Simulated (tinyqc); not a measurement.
Which roughness does what: X-ray reflectivity of a thin film on silicon: critical angles, Parratt recursion, fringes and roughness. Computed by tinyqc, a small Python program. Command: `OMP_NUM_THREADS=1 python tinyqc.py 3120256 3120257 out.jsonl xrr walk`. One thread of a shared host (Intel(R) Xeon(R) Processor @ 2.30GHz), about 0.01 s of CPU time with the checks.

n = 1 - delta + i beta; the classical electron radius is r_e = 2.8179403e-6 nm. Layer 0 is vacuum, 1 the film, 2 the substrate.

Inputs (values chosen for the exercise, modelled on ruthenium on silicon, copper K-alpha radiation):

| quantity | value | unit |
|---|---|---|
| wavelength lambda | 0.15406 | nm |
| film density rho | 11.7 | g/cm^3 |
| effective electrons per unit mass, film | 0.433 | mol/g |
| beta/delta, film | 0.082 | - |
| film thickness d | 14.9 | nm |
| roughness of the surface sigma_1 | 1.1 | nm |
| roughness of the interface sigma_2 | 0.22 | nm |
| substrate density | 2.33 | g/cm^3 |
| effective electrons per unit mass, substrate | 0.507 | mol/g |
| beta/delta, substrate | 0.023 | - |
| grazing angle theta | 1.19 | degrees |

Constants: N_A = 6.02214076e+23 1/mol.

Method:
- delta = r_e lambda^2 rho_e/(2 pi), rho_e = density x electrons per mass x N_A; critical angle sqrt(2 delta), q_c = 4 sqrt(pi r_e rho_e).
- k_j = (2 pi/lambda) sqrt(sin^2 theta - 2 delta_j + 2 i beta_j); r_ij = (k_i - k_j)/(k_i + k_j) x exp(-2 k_i k_j sigma^2) (Nevot-Croce); r = (r_01 + r_12 p)/(1 + r_01 r_12 p), p = exp(2 i k_1 d); R = |r|^2.
- Far above the critical angle the period is d theta = lambda/(2 d), or 2 pi/d in q; the envelope runs between (|r_01| - |r_12 p|)^2 and (|r_01| + |r_12 p|)^2; contrast = 2 a b/(a^2 + b^2) with a = |r_01|, b = |r_12 p|; roughness factors on the amplitudes are about exp(-q^2 sigma^2/2).
- R is averaged over one period above each angle (64 points); contrast = (max - min)/(max + min) of R theta^4 over that period. Cases: smooth; only sigma_1; only sigma_2; both.

period in theta = 0.296208 degrees

Constants:

| layer | rho_e (1/nm^3) | delta | beta | critical angle (degrees) | q_c (1/nm) |
|---|---|---|---|---|---|
| film | 3050.88 | 3.24755e-05 | 2.66299e-06 | 0.461759 | 0.657375 |
| substrate | 711.40 | 7.57263e-06 | 1.74170e-07 | 0.222977 | 0.317437 |

Mean R and contrast:

| theta (degrees) | R smooth | contrast | R, sigma_1 | contrast, sigma_1 | R, sigma_2 | contrast, sigma_2 | R, both | contrast, both |
|---|---|---|---|---|---|---|---|---|
| 0.8 | 8.1671e-03 | 0.91184 | 3.5518e-03 | 8.6287e-01 | 8.0165e-03 | 0.89680 | 3.4032e-03 | 0.88061 |
| 1.2 | 1.3276e-03 | 0.92167 | 4.4001e-04 | 3.8897e-01 | 1.2658e-03 | 0.89229 | 3.7415e-04 | 0.40434 |
| 1.8 | 2.9426e-04 | 0.93804 | 1.0491e-04 | 4.2969e-02 | 2.6550e-04 | 0.87583 | 7.3555e-05 | 0.04708 |
| 2.5 | 9.8546e-05 | 0.94776 | 3.1391e-05 | 3.8474e-03 | 8.2233e-05 | 0.80937 | 1.6107e-05 | 0.07166 |
| 3.5 | 2.4371e-05 | 0.95260 | 8.8645e-06 | 2.7818e-03 | 1.8288e-05 | 0.67069 | 2.4587e-06 | 0.10087 |

What does the comparison show, and why?

At 2.5 degrees sigma_1 alone multiplies the mean R by 0.32 and sigma_2 alone by 0.83; the contrast goes from 0.95 (smooth) to 0.00 and 0.81.
